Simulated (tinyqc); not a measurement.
# Scale length and length offset from two DIBL values

Question. DIBL = exp(-Le/(2 l)) + 2 exp(-Le/l) with Le = L - dL. Find l, dL and the drawn length for a DIBL of 100 mV/V.

DIBL at drawn lengths 150 and 230 nm (mV/V): [72.101404, 14.102834]

Solution. With e = exp(-Le/(2 l)), 2 e^2 + e = DIBL gives e and so Le/l at each length; Le/l is a straight line in L with slope 1/l.

l = 26.0 nm
dL = 7.00 nm
length for 100 mV/V = 135 nm

Computed by the program tinyqc: `OMP_NUM_THREADS=1 python tinyqc.py 2002201 2002202 out.jsonl`, one thread of a shared Intel Xeon 2.30GHz, about 0.01 s for the whole run.
